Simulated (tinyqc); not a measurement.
# Polarisation and half-bias from two TMR values

Question. A tunnel junction has TMR = TMR0/(1 + (V/Vh)^2), TMR0 = 2 P1 P2/(1 - P1 P2). Find TMR0, Vh and P2.

Inputs (values chosen for the exercise):
- P1 = 0.56 (spin polarisation of the reference layer)

TMR at 0.1 and 0.4 V (%): [141.84821, 108.39870]

Answer. 1/TMR is linear in V^2, and P1 P2 = TMR0/(2 + TMR0).

TMR0 = 144.8 %
Vh = 0.6900 V
P2 = 0.7500

tinyqc, about 0.01 s, one thread, Intel Xeon 2.30GHz (shared host): `OMP_NUM_THREADS=1 python tinyqc.py 2450132 2450133 out.jsonl`
